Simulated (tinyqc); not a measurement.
Charge needed for a dipole step.

Two sheets of opposite charge dd apart with permittivity ei give the step D = q N dd/(eps0 ei).

Values chosen for this exercise:

| symbol | value | unit | meaning |
|---|---|---|---|
| ei | 9.4 |  | relative permittivity inside the dipole layer |
| dd | 0.28 | nm | thickness of the dipole layer |

Constants: q = 1.602176634e-19 C, eps0 = 8.8541878128e-14 F/cm where lengths are in cm. Results are converted to the units shown.

Charge needed for a dipole step:
```
N (cm^-2)      D (V)  field (MV/cm)  moment (debye/nm^2, 1 D = 3.33564e-30 C m)
1e12       0.0053900        0.19250                                     0.13449
2.7e12      0.014553        0.51975                                     0.36312
6.8e12      0.036652         1.3090                                     0.91453
1.7e13      0.091631         3.2725                                      2.2863
4.5e13       0.24255         8.6626                                      6.0520
1.1e14       0.59290         21.175                                      14.794
2.9e14        1.5631         55.825                                      39.002
```

D is proportional to N, 0.1 V for 1.86e13 cm^-2. The same sheet as an uncompensated charge under 1 nm of a dielectric of permittivity 3.9 would shift the flat band by 0.861 V, and that shift would grow with thickness, which a dipole step does not. For N = 1.1e14, 2.9e14 the field exceeds 20 MV/cm; it acts over one bond length, where the sheet picture is only a bookkeeping device.

tinyqc, about 0.01 s, one thread, Intel Xeon 2.30GHz (shared host): `OMP_NUM_THREADS=1 python tinyqc.py 2410094 2410095 out.jsonl`
